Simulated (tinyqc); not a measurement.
Inside a calculation. Method: Hubbard ring of 5 sites. One step of it, computed by the program tinyqc.

Task: Mean-field iteration 1. H(up) = T + U n(down), H(down) = T + U n(up); fill the lowest levels; n(new) = n + mixing (n(out) - n); E = tr T (rho up + rho down) + U sum n_up n_down of the output.

one-body matrix (hopping and site energies) (eV):
```
           1          2          3          4          5
1   0.490000  -1.460000   0.000000   0.000000  -1.460000
2  -1.460000   0.120000  -1.460000   0.000000   0.000000
3   0.000000  -1.460000  -0.600000  -1.460000   0.000000
4   0.000000   0.000000  -1.460000  -0.820000  -1.460000
5  -1.460000   0.000000   0.000000  -1.460000  -0.850000
```

U = 5.900000 eV

electrons, up and down: 3  3

mixing = 0.500000

n(up) at the start (a guess, not normalised): 1 0.650000, 2 0.550000, 3 0.650000, 4 0.550000, 5 0.650000

n(down) at the start (a guess): 1 0.550000, 2 0.650000, 3 0.550000, 4 0.650000, 5 0.550000

Give: levels, up; levels, down; energy; n(up) after iteration 1; n(down) after iteration 1.

Result:

levels, up (eV): 0.1069  1.8990  2.5923  5.2078  5.9390

levels, down (eV): 0.1989  2.1936  2.5436  5.3044  6.0945

energy = -0.8712 eV

n(up) after iteration 1: 1 0.5918, 2 0.5239, 3 0.6636, 4 0.5695, 5 0.6762

n(down) after iteration 1: 1 0.4924, 2 0.6356, 3 0.5594, 4 0.6798, 5 0.6078
